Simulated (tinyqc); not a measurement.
Capacitance measurement on a leaky thin oxide: effects of series resistance and leakage: one step of the calculation.

The device is a capacitance C in parallel with a leakage conductance G, in series with Rs and Ls. An impedance meter reports either a parallel pair (Cp, Gp) from Y = 1/Z = Gp + i w Cp or a series pair (Cs, Rm) from Z = Rm + 1/(i w Cs); w = 2 pi f, dissipation D = Gp/(w |Cp|).

Question. True capacitance and conductance. EOT = 3.9 tox/eox; CET = EOT + zc + zp; C = 3.9 eps0 A/CET; G = Jg A/Vs.

Values chosen for this exercise; values of the order met in thin-oxide MOS capacitors:
- eox = 3.9 (relative permittivity of the gate insulator (close to silicon dioxide))
- tox = 1.1 nm (insulator thickness)
- A = 2500 um^2 (gate area)
- zc = 0.46 nm (oxide-equivalent thickness added by the accumulation layer)
- zp = 0 nm (oxide-equivalent thickness added by gate depletion)
- Jg = 0.00013 A/cm^2 (gate leakage current density, not matched to the thickness)
- Vs = 0.17 V (voltage for an e-fold rise of the leakage)

Constants: eps0 = 8.8541878128e-14 F/cm where lengths are in cm. Results are converted to the units shown.

Find: EOT; CET; C; G.

Answer.

EOT = 1.1000 nm
CET = 1.5600 nm
C = 55.339 pF
G = 0.019118 uS

tinyqc, about 0.01 s, one thread, Intel Xeon 2.30GHz (shared host): `OMP_NUM_THREADS=1 python tinyqc.py 2022057 2022058 out.jsonl`
